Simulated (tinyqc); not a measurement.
Raising the sheet density: Gamma, L and X subbands of a thin body with non-parabolic valleys.

Hard walls, flat band, c = hbar^2/2m0, energies from the bulk Gamma edge. For a valley at angle theta to the normal 1/m_z = cos^2/ml + sin^2/mt and m_d = sqrt(ml mt^2/m_z). Subband n starts at E_v + e with e (1 + a e) = c (n pi/t)^2/m_z, and its density-of-states mass is taken as m_d (1 + 2 a e), without further growth at higher in-plane energy. Groups are named by valley and degeneracy.

n_i = g m/(2 pi c) kB T ln(1 + exp((EF - E_i)/kB T)), sum n_i = Ns (1e12/cm^2 = 1e-4/angstrom^2), c = hbar^2/2m0. Quantum capacitance Cq = 1602.176634 sum g m/(2 pi c) f_i in microfarad/cm^2 with f_i = 1/(1 + exp((E_i - EF)/kB T)); Cox = 34.5313/eot (one gate); C/Cox = Cq/(Cq + Cox), the centroid term left out.

Constants: hbar^2/2m0 = 3.80998211 eV angstrom^2; kB = 8.617333262e-05 eV/K.

Inputs chosen for the exercise (near those of a thin GaSb channel; shifted at random, so the results belong to these values and not to a real crystal): face = 110 (surface); mG = 0.0384 m0 (Gamma mass); aG = 1.14 1/eV (Gamma non-parabolicity); EL = 0.053 eV (L edge above Gamma); mL = (1.306, 0.096) m0 (L valleys (four, along <111>): ml, mt); EX = 0.338 eV (X edge above Gamma); mX = (1.508, 0.212) m0 (X valleys (three, along <100>): ml, mt); aS = 0.49 1/eV (non-parabolicity of L and X); t = 74 angstrom (body thickness); T = 300 K (temperature); eot = 10 angstrom (equivalent oxide thickness); Nl = (0.5, 1, 2, 4, 7, 11, 16) x 1e12/cm^2 (sheet densities).

Fixed thickness, n = 1 to 8 of all groups; the gate overdrive above the lowest edge is (EF - E_lowest)/e + 0.1602177 Ns/Cox in volts.

Results:

| Ns (1e12/cm^2) | EF - lowest (eV) | Gamma share (%) | Cq | C/Cox | overdrive (V) |
|---|---|---|---|---|---|
| 0.5 | -0.067 | 0.5 | 3.01 | 0.466 | -0.043 |
| 1.0 | -0.048 | 0.5 | 5.87 | 0.630 | -0.002 |
| 2.0 | -0.029 | 0.6 | 11.17 | 0.764 | 0.064 |
| 4.0 | -0.008 | 0.6 | 20.48 | 0.856 | 0.178 |
| 7.0 | 0.011 | 0.7 | 32.19 | 0.903 | 0.335 |
| 11.0 | 0.027 | 0.8 | 45.15 | 0.929 | 0.538 |
| 16.0 | 0.043 | 1.0 | 58.51 | 0.944 | 0.785 |

What can be read from this table?

The lowest subband is L2 n=1; the light Gamma level lies 72 meV above it, lifted there by confinement. At the highest density band filling takes 0.043 V of the 0.785 V overdrive. Cq grows from 3.0 to 58.5 microfarad/cm^2 while EF moves from -0.067 to +0.043 eV against the lowest edge; the Gamma share stays near 1 %.

tinyqc: `OMP_NUM_THREADS=1 python tinyqc.py 1252196 1252197 out.jsonl`; about 0.02 s, one thread, shared Intel(R) Xeon(R) Processor @ 2.30GHz.
